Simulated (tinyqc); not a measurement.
Elastic strain and critical thickness of a cubic alloy layer A(1-x)B(x) on a thick substrate: one step, computed by the program tinyqc. Command: `OMP_NUM_THREADS=1 python tinyqc.py 3024288 3024289 out.jsonl misfit walk`. One thread of a shared host (Intel(R) Xeon(R) Processor @ 2.30GHz), about 0.01 s of CPU time with the checks.

Strain is positive in tension. The layer is coherent with the substrate unless said otherwise.

Question. Isotropic constants and the prefactor A. Voigt averages: G = (C11 - C12 + 3 C44)/5, B = (C11 + 2 C12)/3, nu = (3 B - 2 G)/(2 (3 B + G)); b = a/sqrt(2). Edge dislocation with b in the interface: cos alpha = 0, cos lambda = 1. Matthews-Blakeslee: h_c = A [ln(h_c/b) + 1], A = b (1 - nu cos^2 alpha)/(4 pi |f| (1 + nu) cos lambda), the factor 4 pi being that of a buried layer, with a dislocation at both interfaces.

Growth plane: (001). Layer: buried under a thick cap. Misfit dislocation: edge.

elastic constants (GPa): C11 126.1280, C12 56.5500, C44 62.3728

free lattice constant a = 5.59644 angstrom

misfit f = 0.01010642

Give: shear modulus G; Poisson ratio nu; Burgers vector b; prefactor A.

Answer.

shear modulus G = 51.33928 GPa

Poisson ratio nu = 0.2350

Burgers vector b = 0.3957 nm

prefactor A = 2.523 nm
